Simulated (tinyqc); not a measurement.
Epitaxial growth on a vicinal surface: Burton-Cabrera-Frank step flow, step-edge barrier and island nucleation. Changing the miscut angle. Computed by tinyqc, a small Python program. Command: `OMP_NUM_THREADS=1 python tinyqc.py 3016621 3016622 out.jsonl stepflow sweep`. One thread of a shared host (Intel(R) Xeon(R) Processor @ 2.30GHz), about 0.04 s of CPU time with the checks.

Adatoms land at rate F, hop on a square grid (a simplification for hexagonal faces), desorb, or join steps. Lengths are in units of a and n is the adatom coverage. Steps ascend at x = 0 and descend at x = l.

Inputs (values chosen for the exercise, close to those used for Si(001)):

| quantity | value | unit |
|---|---|---|
| site spacing a | 3.84 | angstrom |
| step height h | 1.36 | angstrom |
| diffusion barrier E_d | 0.755 | eV |
| desorption energy E_a | 3.02 | eV |
| adatom formation energy E_f | 1.23 | eV |
| step-edge barrier E_s | 0.15 | eV |
| attempt frequency nu | 5 | THz |
| deposition rate F | 2.8 | layers/s |
| temperature T | 790 | C |
| critical nucleus size i | 3 | - |
| binding energy of the critical nucleus E_i | 0.96 | eV |

Constants: k_B = 8.617333262e-05 eV/K.

Method:
- D = nu exp(-E_d/(k_B T)) (a^2/s, nu counted per direction); tau = exp(E_a/(k_B T))/nu; x_s = sqrt(D tau); n_eq = exp(-E_f/(k_B T)); terrace width l = h/(a tan(miscut)); Schwoebel length l_s = exp(E_s/(k_B T)) - 1.
- Temperatures in kelvin are T(C) + 273.15.
- D n'' - n/tau + F = 0 with n(0) = n_eq and -l_s n'(l) = n(l) - n_eq. With u = n - F tau, A = n_eq - F tau, y = l/x_s, s = l_s/x_s: u = A cosh(x/x_s) + B sinh(x/x_s), B = A (1 - cosh y - s sinh y)/(sinh y + s cosh y). Flux into the ascending step J+ = D B/x_s, over the descending one J- = -(D/x_s)(A sinh y + B cosh y); step velocity J+ + J-; growth rate (J+ + J-)/l. For small y: J+ + J- = (F - n_eq/tau) l, J-/J+ = l/(l + 2 l_s).
- The coverage peaks where n' = 0, tanh(x/x_s) = -B/A.
- Island density on a flat surface without desorption: N = 0.25 (F/D)^(i/(i+2)) exp(E_i/((i+2) k_B T)) per site, with E_i = 0 for i = 1; spacing l_n = N^(-1/2). Step flow needs an effective width l_eff = 2 x(peak) below l_n.

One run for each value:

| miscut angle (degrees) | ratio l_eff/l_n | growth rate (layers/s) | peak coverage | terrace width l (a) |
|---|---|---|---|---|
| 0.03 | 2.427 | 2.800 | 1.244e-04 | 6.764e+02 |
| 0.062 | 1.182 | 2.800 | 3.064e-05 | 3.273e+02 |
| 0.13 | 0.571 | 2.800 | 8.285e-06 | 1.561e+02 |
| 0.26 | 0.292 | 2.800 | 3.261e-06 | 7.805e+01 |
| 0.55 | 0.145 | 2.800 | 1.915e-06 | 3.689e+01 |
| 1.1 | 0.078 | 2.800 | 1.603e-06 | 1.845e+01 |
| 2.3 | 0.041 | 2.800 | 1.513e-06 | 8.818e+00 |
| 4.8 | 0.022 | 2.800 | 1.487e-06 | 4.218e+00 |
| 10 | 0.012 | 2.800 | 1.480e-06 | 2.009e+00 |

Over the rows, ratio l_eff/l_n falls from 2.43 to 0.0120 (exponent d ln y / d ln x -0.99 between the first rows and -0.86 between the last); growth rate (layers/s) rises from 2.799998 to 2.800000; peak coverage falls from 1.24e-4 to 1.48e-6 (exponent d ln y / d ln x -1.9 between the first rows and -0.0069 between the last). At the low end the exponent of ratio l_eff/l_n is -0.99, close to -1: terraces narrow as the miscut grows. The exponent of growth rate stays at 0: the steps stand close against x_s, so their spacing does not matter. At the high end the exponent of peak coverage is -0.01, close to 0: the coverage stays near n_eq.

Caution (rows 0.0300): twice the distance from the ascending step to the coverage peak exceeds the expected island spacing [0.25 (F/D)^(i/(i+2)) exp(E_i/((i+2) k_B T))]^(-1/2) by 40 % or more, so islands nucleate and the step-flow values are formal. Caution (all rows): the prefactor 0.25 and the criterion are estimates, good to a factor of about two in length. Caution (rows 2.30, 4.80, 10.0): terraces under ten sites wide are at the edge of a continuum description.

Extremes, crossings and ranges named in words are read from the listed rows.
